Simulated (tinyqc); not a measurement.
Six-band Luttinger-Kohn model with strain: one step. Strain from a uniaxial [100] stress. Three cases, with inputs chosen for the exercise.

Question. s11 = (C11 + C12)/((C11 - C12)(C11 + 2 C12)), s12 = -C12/((C11 - C12)(C11 + 2 C12)), s44 = 1/C44; exx = s11 sxx + s12 (syy + szz) and cyclic, exy = s44 sxy/2; tension is positive. A uniaxial stress X along the unit vector n is s_ij = X n_i n_j.

Case 1.

Values chosen (near those of Si; the results hold for these values, not for the real material): C11 = 166 GPa; C12 = 64.2 GPa; C44 = 79.4 GPa; load = uniaxial [100] (kind of stress); X = 0.27 GPa (stress).

Case 2.

Values chosen (near those of Ge; the results hold for these values, not for the real material): C11 = 128.3 GPa; C12 = 48.8 GPa; C44 = 67.3 GPa; load = uniaxial [100] (kind of stress); X = -2.33 GPa (stress).

Case 3.

Values chosen (near those of Ge; the results hold for these values, not for the real material): C11 = 129.5 GPa; C12 = 48.2 GPa; C44 = 66.5 GPa; load = uniaxial [100] (kind of stress); X = 0.65 GPa (stress).

Give: s11, s12, s44; strain tensor.

Answer.

Case 1.

s11, s12, s44 (1/TPa): 7.6810  -2.1421  12.5945

strain tensor:
```
,x,y,z
x,0.002074,0.000000,0.000000
y,0.000000,-0.000578,0.000000
z,0.000000,0.000000,-0.000578
```

The volume changes by +0.092 %; there is no shear in the cubic axes, so d does not enter.

Case 2.

s11, s12, s44 (1/TPa): 9.8613  -2.7173  14.8588

strain tensor:
```
,x,y,z
x,-0.022977,0.000000,0.000000
y,0.000000,0.006331,0.000000
z,0.000000,0.000000,0.006331
```

The volume changes by -1.031 %; there is no shear in the cubic axes, so d does not enter.

Case 3.

s11, s12, s44 (1/TPa): 9.6757  -2.6245  15.0376

strain tensor:
```
,x,y,z
x,0.006289,0.000000,0.000000
y,0.000000,-0.001706,0.000000
z,0.000000,0.000000,-0.001706
```

The volume changes by +0.288 %; there is no shear in the cubic axes, so d does not enter.

Computed by tinyqc, one run a case: `OMP_NUM_THREADS=1 python tinyqc.py N N+1 out.jsonl` with N = 1080542, 1080723, 1080764; one thread of a shared Intel(R) Xeon(R) Processor @ 2.30GHz, about 0.2 s a run at most.
